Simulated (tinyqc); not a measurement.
## Amplitude against the length of the filling pulse

In DLTS the amplitude of the capacitance transient follows the share of traps filled by the pulse. In the neutral layer an empty trap fills as 1 - exp(-tp/tc), tc = 1/(sn vth(T) Nd), vth(T) = vth (T/300 K)^0.5; emission during the pulse and slow capture at the depletion edge are neglected.

Values chosen for this exercise:
- vth = 4.2e7 cm/s (thermal velocity at 300 K)
- Nd = 6.4e15 cm^-3 (shallow donor density)
- sn = 4.4e-17 cm^2 (capture cross-section)
- T = 170 K (temperature of the transient)

Amplitude against the length of the filling pulse:

| tp (s) | tp/tc | amplitude over its full value | ln(1 - that) |
|---|---|---|---|
| 5.1e-9 | 0.04541 | 0.04439 | -0.04541 |
| 8.9e-9 | 0.07924 | 0.07618 | -0.07924 |
| 1.6e-8 | 0.1425 | 0.1328 | -0.1425 |
| 2.8e-8 | 0.2493 | 0.2206 | -0.2493 |
| 4.9e-8 | 0.4363 | 0.3535 | -0.4363 |
| 8.7e-8 | 0.7746 | 0.5391 | -0.7746 |
| 1.5e-7 | 1.335 | 0.7370 | -1.335 |
| 2.7e-7 | 2.404 | 0.9096 | -2.404 |
| 4.8e-7 | 4.274 | 0.9861 | -4.274 |
| 8.4e-7 | 7.479 | 0.9994 | -7.479 |

Read the table: what changes, and by how much?

The amplitude rises from 0.0444 to 0.999 of its full value. The last column is linear in tp with slope -1/tc, tc = 1.12e-7 s, which gives the cross-section from Nd and vth, independently of the Arrhenius intercept; 99 % filling needs 5.17e-7 s.

tinyqc, about 0.01 s, one thread, Intel Xeon 2.30GHz (shared host): `OMP_NUM_THREADS=1 python tinyqc.py 2050014 2050015 out.jsonl`
